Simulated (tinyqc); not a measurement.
ROHF in the 3-21g basis, for H2-, spin multiplicity 2, step by step. The basis has no diffuse functions, so it cannot describe the extra electron: this is an exercise in the method, not the real anion. Computed by tinyqc, a small Python program that keeps every step (integrals from PySCF). Settings: charge = -1, multiplicity = 2, basis = 3-21g, energy threshold = 1e-08, iteration cap = 86, orthogonalisation = symmetric, start = random, DIIS depth = 6, method = ROHF. Command: `OMP_NUM_THREADS=1 python tinyqc.py 30273 30274 out.jsonl` (the two numbers bound the seeds that draw the settings). One thread of a shared host (Intel(R) Xeon(R) Processor @ 2.60GHz), about 0.05 s of CPU time with the checks. Later iterations appear only in the table of the cycle.

## One-electron integrals

Geometry (angstrom):

| atom | x | y | z |
|---|---|---|---|
| H | 0.000000 | 0.000000 | 0.000000 |
| H | 0.000000 | 0.000000 | 1.033000 |

Basis 3-21g: exponents (1/bohr^2) and contraction coefficients of normalised primitives:

| element | l (shell) | exponent | coefficient |
|---|---|---|---|
| H | s (1) | 5.447178 | 0.156285 |
| H | s (1) | 0.824547 | 0.904691 |
| H | s (2) | 0.183192 | 1.000000 |

Overlap, kinetic and nuclear-attraction integrals over the contracted functions; the nuclear repulsion is the sum of Za Zb / Rab.

nuclear repulsion = 0.51227223 hartree

overlap S, lower triangle:
```
          1H 1s     1H 2s     2H 1s     2H 2s
1H 1s  1.000000
1H 2s  0.645899  1.000000
2H 1s  0.180361  0.362996  1.000000
2H 2s  0.362996  0.705365  0.645899  1.000000
```

kinetic energy T (hartree), lower triangle:
```
           1H 1s     1H 2s     2H 1s     2H 2s
1H 1s   1.549405
1H 2s   0.293152  0.274788
2H 1s  -0.028054  0.101307  1.549405
2H 2s   0.101307  0.148724  0.293152  0.274788
```

nuclear attraction V (hartree), lower triangle:
```
           1H 1s      1H 2s      2H 1s      2H 2s
1H 1s  -2.233025
1H 2s  -1.111786  -1.146755
2H 1s  -0.353457  -0.641418  -2.233025
2H 2s  -0.641418  -0.862256  -1.111786  -1.146755
```

core Hamiltonian H = T + V (hartree), lower triangle:
```
           1H 1s      1H 2s      2H 1s      2H 2s
1H 1s  -0.683621
1H 2s  -0.818634  -0.871967
2H 1s  -0.381511  -0.540111  -0.683621
2H 2s  -0.540111  -0.713532  -0.818634  -0.871967
```

## Two-electron integrals

Functions are numbered as in S; the eight-fold symmetry (ij|kl) = (ji|kl) = (kl|ij) leaves the list below.

Two-electron integrals (ij|kl) in chemists' order, unique and non-zero (hartree):
```
(11|11) 1.140145   (21|11) 0.611403   (21|21) 0.345152   (22|11) 0.626370
(22|21) 0.380329   (22|22) 0.482957   (31|11) 0.150791   (31|21) 0.087970
(31|22) 0.101815   (31|31) 0.033452   (32|11) 0.211131   (32|21) 0.130947
(32|22) 0.172224   (32|31) 0.054591   (32|32) 0.108381   (33|11) 0.507860
(33|21) 0.322837   (33|22) 0.447841   (33|31) 0.150791   (33|32) 0.333869
(33|33) 1.140145   (41|11) 0.333869   (41|21) 0.189709   (41|22) 0.211345
(41|31) 0.054591   (41|32) 0.083384   (41|33) 0.211131   (41|41) 0.108381
(42|11) 0.402060   (42|21) 0.246726   (42|22) 0.321839   (42|31) 0.078660
(42|32) 0.145198   (42|33) 0.402060   (42|41) 0.145198   (42|42) 0.240290
(43|11) 0.322837   (43|21) 0.203862   (43|22) 0.281237   (43|31) 0.087970
(43|32) 0.189709   (43|33) 0.611403   (43|41) 0.130947   (43|42) 0.246726
(43|43) 0.345152   (44|11) 0.447841   (44|21) 0.281237   (44|22) 0.390675
(44|31) 0.101815   (44|32) 0.211345   (44|33) 0.626370   (44|41) 0.172224
(44|42) 0.321839   (44|43) 0.380329   (44|44) 0.482957
```

## Orthogonalisation

S = U s U^T; symmetric (Loewdin) form X = U s^(-1/2) U^T, so that X^T S X = 1.

eigenvalues of S: 0.171207  0.400378  0.943067  2.485348

X, lower triangle:
```
           1H 1s      1H 2s      2H 1s     2H 2s
1H 1s   1.239006
1H 2s  -0.483089   1.591615
2H 1s  -0.012538   0.025293   1.239006
2H 2s   0.025293  -0.603373  -0.483089  1.591615
```

## Starting guess

The start is random orthonormal orbitals; D(s) = C_occ C_occ^T for each spin.

D(alpha) at the start, lower triangle:
```
           1H 1s      1H 2s      2H 1s     2H 2s
1H 1s   0.364976
1H 2s  -0.177825   2.049808
2H 1s  -0.554063   0.616516   0.902293
2H 2s   0.032243  -1.336772  -0.282159  0.891823
```

D(beta) at the start, lower triangle:
```
           1H 1s     1H 2s     2H 1s     2H 2s
1H 1s   0.352152
1H 2s  -0.015725  0.000702
2H 1s  -0.507083  0.022644  0.730177
2H 2s  -0.073766  0.003294  0.106220  0.015452
```

## Iteration 1: building the Fock matrix

J_ij = sum D_kl (ij|kl) with D = D(alpha) + D(beta), K_ij = sum D_kl (ik|jl) for each spin; F = H + J - K(s); E = tr D H + tr D J / 2 - 0.5 sum_s tr D(s) K(s) + E_nn.

Coulomb J (hartree), lower triangle:
```
          1H 1s     1H 2s     2H 1s     2H 2s
1H 1s  1.836983
1H 2s  1.102092  1.407039
2H 1s  0.374912  0.752416  2.388894
2H 2s  0.648693  1.080056  1.337916  1.521703
```

exchange K(alpha) (hartree), lower triangle:
```
           1H 1s     1H 2s     2H 1s     2H 2s
1H 1s   0.457919
1H 2s   0.347539  0.433538
2H 1s  -0.000337  0.270916  0.949542
2H 2s   0.102604  0.250484  0.499747  0.317750
```

exchange K(beta) (hartree), lower triangle:
```
           1H 1s     1H 2s     2H 1s     2H 2s
1H 1s   0.223266
1H 2s   0.071071  0.064338
2H 1s  -0.100451  0.139664  0.828330
2H 2s  -0.024557  0.086599  0.418351  0.229134
```

F(alpha) (hartree), lower triangle:
```
           1H 1s      1H 2s     2H 1s     2H 2s
1H 1s   0.695443
1H 2s  -0.064081   0.101534
2H 1s  -0.006263  -0.058612  0.755731
2H 2s   0.005977   0.116039  0.019535  0.331985
```

F(beta) (hartree), lower triangle:
```
          1H 1s     1H 2s     2H 1s     2H 2s
1H 1s  0.930096
1H 2s  0.212386  0.470734
2H 1s  0.093852  0.072640  0.876943
2H 2s  0.133138  0.279924  0.100931  0.420601
```

total energy of this density = 0.73374100 hartree

## Iteration 1: Roothaan effective Fock matrix

With projectors Pc = D(beta) S, Po = (D(alpha) - D(beta)) S, Pv = 1 - D(alpha) S, the block xy is Px^T F Py; with Fc = (F(alpha) + F(beta))/2, the blocks are Fc for cc, oo, vv and cv, F(beta) for co and F(alpha) for ov.

effective F (hartree), lower triangle:
```
          1H 1s      1H 2s     2H 1s     2H 2s
1H 1s  0.789755
1H 2s  0.049078   0.263762
2H 1s  0.027523  -0.012216  0.805288
2H 2s  0.049287   0.172365  0.046972  0.360959
```

## Iteration 1: diagonalisation and new density

Diagonalise F' = X^T F X, C = X C', fill 2 alpha and 1 beta electrons from the bottom; D(s) = C_occ C_occ^T. Each column has its largest component positive (the first on a tie).

F' = X^T F X (hartree), lower triangle:
```
           1          2          3         4
1   1.213388
2  -0.551502   0.603523
3   0.031570  -0.055282   1.259261
4   0.024881  -0.110806  -0.593919  0.790247
```

orbital energies (hartree): MO1 0.228623, MO2 0.427677, MO3 1.546490, MO4 1.663628

coefficients C:
```
            MO1        MO2        MO3        MO4
1H 1s  0.144770  -0.191745   1.308275   0.000362
1H 2s  0.775354  -0.885029  -1.272546  -0.357054
2H 1s  0.145918   0.261996  -0.019817  -1.295755
2H 2s  0.082853   1.119470   0.436700   1.296351
```

D(alpha) after iteration 1, lower triangle:
```
           1H 1s      1H 2s     2H 1s     2H 2s
1H 1s   0.057725
1H 2s   0.281948   1.384451
2H 1s  -0.029112  -0.118736  0.089934
2H 2s  -0.202658  -0.926523  0.305387  1.260078
```

D(beta) after iteration 1, lower triangle:
```
          1H 1s     1H 2s     2H 1s     2H 2s
1H 1s  0.020958
1H 2s  0.112248  0.601174
2H 1s  0.021125  0.113138  0.021292
2H 2s  0.011995  0.064240  0.012090  0.006865
```

## Iteration 2: building the Fock matrix

As before.

Coulomb J (hartree), lower triangle:
```
          1H 1s     1H 2s     2H 1s     2H 2s
1H 1s  1.818870
1H 2s  1.096369  1.392273
2H 1s  0.327392  0.602889  1.712292
2H 2s  0.626774  1.001689  1.034614  1.331037
```

exchange K(alpha) (hartree), lower triangle:
```
          1H 1s     1H 2s     2H 1s     2H 2s
1H 1s  0.544817
1H 2s  0.492431  0.559327
2H 1s  0.141028  0.301390  0.618389
2H 2s  0.271351  0.418146  0.530223  0.560299
```

exchange K(beta) (hartree), lower triangle:
```
          1H 1s     1H 2s     2H 1s     2H 2s
1H 1s  0.430086
1H 2s  0.423805  0.482197
2H 1s  0.200298  0.249150  0.227943
2H 2s  0.301620  0.360624  0.239485  0.306027
```

F(alpha) (hartree), lower triangle:
```
           1H 1s      1H 2s      2H 1s      2H 2s
1H 1s   0.590432
1H 2s  -0.214696  -0.039021
2H 1s  -0.195146  -0.238612   0.410282
2H 2s  -0.184688  -0.129989  -0.314243  -0.101229
```

F(beta) (hartree), lower triangle:
```
           1H 1s      1H 2s      2H 1s     2H 2s
1H 1s   0.705163
1H 2s  -0.146071   0.038108
2H 1s  -0.254416  -0.186373   0.800728
2H 2s  -0.214957  -0.072467  -0.023505  0.153042
```

total energy of this density = -0.87138878 hartree

## Iteration 2: Roothaan effective Fock matrix

As before.

effective F (hartree), lower triangle:
```
           1H 1s      1H 2s      2H 1s     2H 2s
1H 1s   0.626507
1H 2s  -0.194605  -0.008435
2H 1s  -0.199238  -0.190701   0.589583
2H 2s  -0.189992  -0.086365  -0.154847  0.066656
```

## Iteration 2: DIIS over 2 matrices

error matrix X^T (FDS - SDF) X:
```
          1          2          3          4
1  0.000000  -0.115666  -0.045131  -0.097802
2  0.115666   0.000000   0.109704   0.114794
3  0.045131  -0.109704   0.000000   0.001968
4  0.097802  -0.114794  -0.001968   0.000000
```

B (overlaps of the stored error matrices):
```
               1              2
1  2.6072254e+00  2.3422814e-01
2  2.3422814e-01  1.0039449e-01
```

Minimise |sum c_i e_i|^2 with sum c_i = 1: solve [B -1; -1 0][c; lambda] = [0; -1] with B_ij = tr e_i^T e_j, and take F = sum c_i F_i.

DIIS coefficients: -0.059769  1.059769

extrapolated F (hartree), lower triangle:
```
           1H 1s      1H 2s      2H 1s     2H 2s
1H 1s   0.616750
1H 2s  -0.209169  -0.024704
2H 1s  -0.212792  -0.201369   0.576690
2H 2s  -0.204294  -0.101829  -0.166910  0.049066
```

## Iteration 2: diagonalisation and new density

As before.

F' = X^T F X (hartree), lower triangle:
```
           1          2          3         4
1   1.185510
2  -0.693800   0.491807
3  -0.140491  -0.070507   1.090775
4  -0.062343  -0.189462  -0.634707  0.580278
```

orbital energies (hartree): MO1 -0.132553, MO2 0.346916, MO3 1.461401, MO4 1.672606

coefficients C:
```
            MO1        MO2        MO3        MO4
1H 1s  0.197629  -0.136910   0.665641  -1.126246
1H 2s  0.533097  -1.082189  -0.349498   1.246530
2H 1s  0.200386   0.214966   1.090428   0.702788
2H 2s  0.284090   1.128673  -0.923658  -0.961019
```

D(alpha) after iteration 2, lower triangle:
```
           1H 1s      1H 2s     2H 1s     2H 2s
1H 1s   0.057802
1H 2s   0.253518   1.455325
2H 1s   0.010171  -0.125809  0.086365
2H 2s  -0.098382  -1.069989  0.299554  1.354609
```

D(beta) after iteration 2, lower triangle:
```
          1H 1s     1H 2s     2H 1s     2H 2s
1H 1s  0.039057
1H 2s  0.105355  0.284192
2H 1s  0.039602  0.106825  0.040154
2H 2s  0.056145  0.151448  0.056928  0.080707
```

## Iteration 3: building the Fock matrix

As before.

Coulomb J (hartree), lower triangle:
```
          1H 1s     1H 2s     2H 1s     2H 2s
1H 1s  1.816240
1H 2s  1.092901  1.386174
2H 1s  0.334930  0.622400  1.785013
2H 2s  0.629779  1.013210  1.073373  1.364743
```

exchange K(alpha) (hartree), lower triangle:
```
          1H 1s     1H 2s     2H 1s     2H 2s
1H 1s  0.569890
1H 2s  0.510492  0.559552
2H 1s  0.168654  0.304839  0.615432
2H 2s  0.296298  0.417236  0.530134  0.559437
```

exchange K(beta) (hartree), lower triangle:
```
          1H 1s     1H 2s     2H 1s     2H 2s
1H 1s  0.413446
1H 2s  0.396765  0.443505
2H 1s  0.234715  0.298720  0.337475
2H 2s  0.317125  0.383233  0.328524  0.379164
```

F(alpha) (hartree), lower triangle:
```
           1H 1s      1H 2s      2H 1s      2H 2s
1H 1s   0.562729
1H 2s  -0.236225  -0.045345
2H 1s  -0.215234  -0.222550   0.485960
2H 2s  -0.206631  -0.117558  -0.275395  -0.066662
```

F(beta) (hartree), lower triangle:
```
           1H 1s      1H 2s      2H 1s     2H 2s
1H 1s   0.719173
1H 2s  -0.122498   0.070702
2H 1s  -0.281296  -0.216431   0.763917
2H 2s  -0.227458  -0.083555  -0.073785  0.113612
```

total energy of this density = -0.90852001 hartree

## Iteration 3: Roothaan effective Fock matrix

As before.

effective F (hartree), lower triangle:
```
           1H 1s      1H 2s      2H 1s     2H 2s
1H 1s   0.620989
1H 2s  -0.191829   0.005287
2H 1s  -0.229925  -0.209273   0.611957
2H 2s  -0.212086  -0.100057  -0.171020  0.039313
```

## Iteration 3: DIIS over 3 matrices

error matrix X^T (FDS - SDF) X:
```
          1          2          3          4
1  0.000000  -0.026323  -0.005156  -0.007106
2  0.026323   0.000000   0.019637   0.029230
3  0.005156  -0.019637   0.000000   0.029942
4  0.007106  -0.029230  -0.029942   0.000000
```

B (overlaps of the stored error matrices), lower triangle:
```
               1              2              3
1  2.6072254e+00
2  2.3422814e-01  1.0039449e-01
3  9.4430718e-02  1.9081949e-02  5.8129582e-03
```

As before.

DIIS coefficients: -0.029213  -0.140685  1.169898

extrapolated F (hartree), lower triangle:
```
           1H 1s      1H 2s      2H 1s     2H 2s
1H 1s   0.615283
1H 2s  -0.198476  -0.000333
2H 1s  -0.241763  -0.217643   0.609457
2H 2s  -0.222830  -0.109942  -0.179663  0.026070
```

## Iteration 3: diagonalisation and new density

As before.

F' = X^T F X (hartree), lower triangle:
```
           1          2          3         4
1   1.175882
2  -0.677008   0.532971
3  -0.166603  -0.078722   1.150839
4  -0.080502  -0.194838  -0.655862  0.563140
```

orbital energies (hartree): MO1 -0.138055, MO2 0.380748, MO3 1.486567, MO4 1.693571

coefficients C:
```
            MO1        MO2        MO3        MO4
1H 1s  0.207344  -0.145601   0.836967  -1.002299
1H 2s  0.446539  -1.122740  -0.567017   1.161835
2H 1s  0.204429   0.173492   0.963469   0.877010
2H 2s  0.365093   1.138211  -0.739092  -1.075284
```

D(alpha) after iteration 3, lower triangle:
```
           1H 1s      1H 2s     2H 1s     2H 2s
1H 1s   0.064191
1H 2s   0.256059   1.459942
2H 1s   0.017127  -0.103501  0.071890
2H 2s  -0.090025  -1.114887  0.272106  1.428817
```

D(beta) after iteration 3, lower triangle:
```
          1H 1s     1H 2s     2H 1s     2H 2s
1H 1s  0.042992
1H 2s  0.092587  0.199397
2H 1s  0.042387  0.091285  0.041791
2H 2s  0.075700  0.163028  0.074635  0.133293
```

## Iteration 4: building the Fock matrix

As before.

Coulomb J (hartree), lower triangle:
```
          1H 1s     1H 2s     2H 1s     2H 2s
1H 1s  1.806902
1H 2s  1.086840  1.379115
2H 1s  0.334981  0.624419  1.793071
2H 2s  0.627544  1.012942  1.078790  1.371090
```

exchange K(alpha) (hartree), lower triangle:
```
          1H 1s     1H 2s     2H 1s     2H 2s
1H 1s  0.581006
1H 2s  0.515813  0.558943
2H 1s  0.172749  0.302270  0.593399
2H 2s  0.300624  0.416408  0.520933  0.558751
```

exchange K(beta) (hartree), lower triangle:
```
          1H 1s     1H 2s     2H 1s     2H 2s
1H 1s  0.396296
1H 2s  0.379203  0.424635
2H 1s  0.239165  0.308361  0.366989
2H 2s  0.315761  0.386006  0.354055  0.402189
```

F(alpha) (hartree), lower triangle:
```
           1H 1s      1H 2s      2H 1s      2H 2s
1H 1s   0.542275
1H 2s  -0.247607  -0.051795
2H 1s  -0.219279  -0.217962   0.516051
2H 2s  -0.213191  -0.116998  -0.260777  -0.059628
```

F(beta) (hartree), lower triangle:
```
           1H 1s      1H 2s      2H 1s     2H 2s
1H 1s   0.726985
1H 2s  -0.110998   0.082513
2H 1s  -0.285694  -0.224053   0.742461
2H 2s  -0.228328  -0.086596  -0.093900  0.096933
```

total energy of this density = -0.91197937 hartree

## Iteration 4: Roothaan effective Fock matrix

As before.

effective F (hartree), lower triangle:
```
           1H 1s      1H 2s      2H 1s     2H 2s
1H 1s   0.617569
1H 2s  -0.187398   0.013592
2H 1s  -0.236399  -0.214391   0.614584
2H 2s  -0.215800  -0.103373  -0.180090  0.024651
```

## Iteration 4: DIIS over 4 matrices

error matrix X^T (FDS - SDF) X:
```
           1          2          3         4
1   0.000000  -0.004552   0.001926  0.005039
2   0.004552   0.000000   0.002923  0.007162
3  -0.001926  -0.002923   0.000000  0.007998
4  -0.005039  -0.007162  -0.007998  0.000000
```

B (overlaps of the stored error matrices), lower triangle:
```
               1              2              3              4
1  2.6072254e+00
2  2.3422814e-01  1.0039449e-01
3  9.4430718e-02  1.9081949e-02  5.8129582e-03
4  1.6205004e-02  2.2105930e-03  1.1606157e-03  3.4727390e-04
```

As before.

DIIS coefficients: 0.010095  0.090059  -0.792122  1.691968

extrapolated F (hartree), lower triangle:
```
           1H 1s      1H 2s      2H 1s     2H 2s
1H 1s   0.617404
1H 2s  -0.182150   0.020712
2H 1s  -0.235516  -0.214270   0.616339
2H 2s  -0.213741  -0.101684  -0.182709  0.020214
```

## Iteration 4: diagonalisation and new density

As before.

F' = X^T F X (hartree), lower triangle:
```
           1          2          3         4
1   1.164720
2  -0.662434   0.549194
3  -0.162370  -0.078939   1.163612
4  -0.078277  -0.189513  -0.662265  0.548444
```

orbital energies (hartree): MO1 -0.127048, MO2 0.378790, MO3 1.488149, MO4 1.686080

coefficients C:
```
            MO1        MO2        MO3        MO4
1H 1s  0.204958   0.158410   0.899887  -0.944674
1H 2s  0.406034   1.133105  -0.651154   1.121837
2H 1s  0.205576  -0.157647   0.905392   0.939393
2H 2s  0.407078  -1.132911  -0.656987  -1.118248
```

D(alpha) after iteration 4, lower triangle:
```
           1H 1s      1H 2s     2H 1s     2H 2s
1H 1s   0.067102
1H 2s   0.262715   1.448791
2H 1s   0.017162  -0.095160  0.067114
2H 2s  -0.096030  -1.118419  0.262285  1.449199
```

D(beta) after iteration 4, lower triangle:
```
          1H 1s     1H 2s     2H 1s     2H 2s
1H 1s  0.042008
1H 2s  0.083220  0.164864
2H 1s  0.042134  0.083471  0.042261
2H 2s  0.083434  0.165288  0.083685  0.165713
```

## Iteration 8 (converged): orbitals

converged F (hartree), lower triangle:
```
           1H 1s      1H 2s      2H 1s     2H 2s
1H 1s   0.615813
1H 2s  -0.184095   0.018367
2H 1s  -0.236678  -0.215545   0.615814
2H 2s  -0.215544  -0.104132  -0.184096  0.018366
```

As before.

F' = X^T F X (hartree), lower triangle:
```
           1          2          3         4
1   1.164027
2  -0.663396   0.548820
3  -0.162925  -0.078814   1.164028
4  -0.078814  -0.191518  -0.663397  0.548820
```

orbital energies (hartree): MO1 -0.129807, MO2 0.379607, MO3 1.488211, MO4 1.687683

coefficients C:
```
            MO1        MO2        MO3        MO4
1H 1s  0.205210   0.158813   0.902658   0.941904
1H 2s  0.406597   1.132076  -0.654049  -1.120988
2H 1s  0.205210  -0.158812   0.902655  -0.941908
2H 2s  0.406599  -1.132075  -0.654045   1.120990
```

D(alpha) after iteration 8, lower triangle:
```
           1H 1s      1H 2s     2H 1s     2H 2s
1H 1s   0.067332
1H 2s   0.263226   1.446916
2H 1s   0.016890  -0.096350  0.067332
2H 2s  -0.096350  -1.116273  0.263225  1.446917
```

D(beta) after iteration 8, lower triangle:
```
          1H 1s     1H 2s     2H 1s     2H 2s
1H 1s  0.042111
1H 2s  0.083438  0.165321
2H 1s  0.042111  0.083438  0.042111
2H 2s  0.083438  0.165322  0.083438  0.165323
```

## Convergence

Stop when the energy changes by less than 1e-08 hartree and every element of the error matrix X^T (F D S - S D F) X is below 3e-05.

Course of the cycle:

| iteration | E (hartree) | change | largest element of the error matrix |
|---|---|---|---|
| 1 | 0.73374100 | - | 9.43e-01 |
| 2 | -0.87138878 | -1.61e+00 | 1.16e-01 |
| 3 | -0.90852001 | -3.71e-02 | 2.99e-02 |
| 4 | -0.91197937 | -3.46e-03 | 8.00e-03 |
| 5 | -0.91235605 | -3.77e-04 | 7.93e-04 |
| 6 | -0.91235701 | -9.58e-07 | 2.89e-04 |
| 7 | -0.91235719 | -1.75e-07 | 2.05e-05 |
| 8 | -0.91235719 | -9.39e-10 | 9.72e-07 |

PySCF ROHF in the same basis = -0.91235719 hartree

Converged in 8 iterations.

## Populations, bond orders and dipole

Mulliken: Z minus the diagonal of D S on the atom; Loewdin: the same with S^(1/2) D S^(1/2); Mayer order: 2 sum_s sum (D(s) S)_ij (D(s) S)_ji over the two atoms.

Charges (e):

| atom | Mulliken | Loewdin | Mulliken spin |
|---|---|---|---|
| 1H | -0.499999 | -0.499999 | 0.500001 |
| 2H | -0.500001 | -0.500001 | 0.499999 |

Mayer bond orders:

| pair | order |
|---|---|
| 2-1 | 0.393548 |

dipole moment about the origin, x y z (debye): 0.000000  0.000000  -2.480860
